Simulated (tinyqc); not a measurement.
Square-lattice Ising model by mean field, Bethe lattice, transfer matrix, exact enumeration and Monte Carlo steps. From u, Bethe back to temperature T. Computed by tinyqc, a small Python program. Command: `OMP_NUM_THREADS=1 python tinyqc.py 3005339 3005340 out.jsonl ising inv`. One thread of a shared host (Intel(R) Xeon(R) Processor @ 2.30GHz), about 1 s of CPU time with the checks.

H = -J sum over nearest pairs s_i s_j, s = +-1, no field, periodic boundaries; energies per site are in J. As a lattice gas or an alloy, s marks which species holds the site.

Inputs (values chosen for the exercise, for a model lattice): coupling J = 53.5 meV.

Constants: k_B = 8.617333262e-05 eV/K.

Method. K = J/(k_B T). Onsager: k_B T_c/J = 2/ln(1 + sqrt 2); mean field: 4; Bethe lattice with z = 4: 2/ln 2. K = J/(k_B T). Mean field: m = tanh(4 K m), u = -2 m^2. Bethe: cavity field h = 3 artanh(tanh K tanh h), m = tanh(4h/3), u = -2 (tanh K + tanh^2 h)/(1 + tanh K tanh^2 h). Exact: m = [1 - sinh(2K)^(-4)]^(1/8) below T_c; u = -coth(2K) [1 + (2/pi)(2 tanh^2(2K) - 1) K1(k)], k = 2 sinh(2K)/cosh^2(2K), K1 the complete elliptic integral of the first kind. The largest root is taken.

Problem. A run gave the result below. Find the temperature T, known to lie between 1100 and 2500 K.

u, Bethe = -0.5824853

Solution.

Each step takes the trial c = (a f_b - b f_a)/(f_b - f_a), f being the result less the target and a, b, c the logarithms of the listed values; c replaces end b, the old b replaces a if the sign of f changed, and otherwise f_a is halved.

Scan of the range:
```
temperature T (K)  u, Bethe
1100               -1.87638
1260               -1.74986
1450               -1.50316
1660               -1.06260
1900               -0.63121
2180               -0.55466
2500               -0.48671
```

False position (Illinois rule, in the logarithm of the input) inside the bracket:
```
step    end a    end b    trial   u, Bethe
1     1900.00  2180.00  2073.76  -0.581491
2     1900.00  2073.76  2066.65  -0.583375
3     2073.76  2066.65  2070.00  -0.582485
4     2066.65  2070.00  2070.00  -0.582485
```

u, Bethe rises at every point of a 13-point scan of the range (every second point is shown), so one value fits; it is bracketed by 1900 and 2180. Answer: temperature T = 2070 K.
